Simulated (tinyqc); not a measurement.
Worked calculation: formation energy of a charged point defect from supercell energies. Computed by tinyqc, a small Python program that keeps every step. Command: `OMP_NUM_THREADS=1 python tinyqc.py 3010822 3010823 out.jsonl formation walk`. One thread of a shared host (Intel(R) Xeon(R) Processor @ 2.30GHz), about 0.01 s of CPU time with the checks. Intermediate numbers are printed to about 7 digits and carried at full precision; extremes and crossings named in words are read from the listed rows.

The host is a compound AB. Making the defect adds n_A = -1, n_B = 0, n_X = 1 atoms to the cell. All total energies are inputs. E_F is counted from the valence-band maximum (VBM); x = 0 is A-rich and x = 1 B-rich growth.

Inputs (values chosen for the exercise, for a model compound AB): gap E_g = 2.24 eV; E_VBM of the host cell = 3.148 eV; potential alignment dV = 0.11 eV; dielectric constant eps = 6.34; cell length L = 9.54 angstrom; mu_A of the pure element = -1.983 eV; formation enthalpy dH of AB = -1.25 eV; growth condition x = 0.36; Fermi level E_F = 0.948 eV; temperature T = 800 K; site density N_s = 2.3e+22 cm^-3; mu_X of the pure element = -5.839 eV; formation enthalpy of XB = -2.4 eV.

Defect: impurity X on an A site. Supercell lattice: fcc.

charge states q: [1, 0, -1]

E(defect, q) - E(host), in the order of q (eV): [-5.981, -1.09, 3.357]

Constants: e^2/(4 pi eps_0) = 14.39964548 eV angstrom; k_B = 8.617333262e-05 eV/K.

## Chemical potentials

dmu_A = x dH and dmu_B = (1 - x) dH, so that dmu_A + dmu_B = dH; mu = mu(element) + dmu. The impurity is held at its solubility limit: dmu_X = min(0, dH(XB) - dmu_B). The reservoir term is sum n_i mu_i.

dmu_A = -0.45 eV

dmu_B = -0.8 eV

dmu_X = -1.6 eV

sum n_i mu_i = -5.006 eV

The competing phase caps mu_X.

## Image-charge corrections

Image-charge correction of a point charge in a neutralising background: E_corr = q^2 alpha e^2/(4 pi eps_0) / (2 eps L), alpha = 2.888282 for a fcc array with L the cube root of the volume.

E_corr (eV): (q=+1) 0.3438142, (q=0) 0.0000000, (q=-1) 0.3438142

## Formation energies at E_F = 0

E_f(q, E_F) = [E(defect, q) - E(host)] - sum n_i mu_i + q (E_VBM + dV + E_F) + E_corr(q).

E_f(q, 0) (eV): (q=+1) 2.626814, (q=0) 3.916000, (q=-1) 5.448814

## Transition levels and the lower envelope

eps(q/q') = [E_f(q', 0) - E_f(q, 0)]/(q - q'). U of state q is eps(q/q-1) - eps(q+1/q). The stable state at each E_F is the lowest line E_f(q, 0) + q E_F.

One-electron levels above the VBM (eV):
```
level     energy  U of the state between this level and the next
(+1/0)  1.289186                                       0.2436283
(0/-1)  1.532814                                               -
```

Stable states:
```
q   from E_F (eV)  to E_F (eV)
+1       0.000000     1.289186
0        1.289186     1.532814
-1       1.532814     2.240000
```

Stable in the gap, from the VBM up: +1, 0, -1.

## The first and the last level

eps(q/q-1) = E_f(q - 1, 0) - E_f(q, 0).

level (+1/0) = 1.289186 eV

level (0/-1) = 1.532814 eV

## Concentrations at the given E_F and T

E_f(q, E_F) = E_f(q, 0) + q E_F. c_q = N_s exp(-E_f(q, E_F)/k_B T), with all degeneracy factors one and no vibrational entropy.

Charge states:
```
q   E_f (eV)   c_q (cm^-3)         share
+1  3.574814  6.940484e-01  9.929588e-01
0   3.916000  4.920550e-03  7.039715e-03
-1  4.500814  1.018232e-06  1.456760e-06
```

lowest formation energy = 3.574814 eV

total concentration = 0.6989700 cm^-3

mean charge = 0.9929574 e

State +1 holds 99.3 % of the defects.

## Fermi level and growth conditions

Each entry is the lowest E_f over q.

Lowest formation energy (eV):
```
E_F (eV)  stable q  A-rich, x = 0   x = 0.5  B-rich, x = 1
0.00            +1       2.626814  2.626814       2.626814
0.28            +1       2.906814  2.906814       2.906814
0.56            +1       3.186814  3.186814       3.186814
0.84            +1       3.466814  3.466814       3.466814
1.12            +1       3.746814  3.746814       3.746814
1.40             0       3.916000  3.916000       3.916000
1.68            -1       3.768814  3.768814       3.768814
1.96            -1       3.488814  3.488814       3.488814
2.24            -1       3.208814  3.208814       3.208814
```

The lines end where they began between A-rich and B-rich growth, because the cap on mu_X moves with the host potential. The slope of the envelope is the stable charge, so E_f is highest at E_F = 1.40 eV of those listed, and it falls on both sides: the defect is amphoteric and compensates either doping.

## What the corrections do to the levels

Levels eps(q/q-1) with the terms q dV and E_corr left out or kept.

Levels above the VBM (eV):
```
level     raw  with alignment  with image charge  with both
(+1/0)  1.743           1.633           1.399186   1.289186
(0/-1)  1.299           1.189           1.642814   1.532814
```

Alignment moves every level by -dV = -0.110 eV. The image term moves eps(q/q-1) by (1 - 2q) E_corr(1): (+1/0) by -0.344, (0/-1) by +0.344 eV, donor levels down and acceptor levels up. It adds 2 E_corr(1) = 0.688 eV to every U, which turns an apparent negative U of the raw energies into a positive one.

Checks made by the program: envelope against a direct minimum on a grid (relative difference below 1e-10).
